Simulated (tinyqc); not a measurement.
Cabrera-Mott growth of a thin oxide under its own electric field: one step, computed by the program tinyqc.

Electrons cross the film freely and set a fixed potential V across it; the field V/x lowers the barrier for ions entering the oxide.

Question. Limiting thickness. Growth counts as stopped when u exp(X1/x) falls to 1e-5 angstrom/s: x_L = X1/ln(1e-5/u), defined while u is below that rate; the critical temperature is T_c = W/(k_B ln(u0/1e-5)).

Inputs (values chosen for the exercise, for a model metal): barrier W = 1.77 eV; prefactor u0 = N Omega nu = 2.5e+12 angstrom/s; temperature T = 500 K.

Backward hops: kept.

u = 3.606826e-06 angstrom/s

X1 = 116.9735 angstrom

Constants: k_B = 8.617333262e-05 eV/K.

Give: limiting thickness x_L; critical temperature T_c.

Answer.

limiting thickness x_L = 114.71 angstrom

critical temperature T_c = 512.73 K
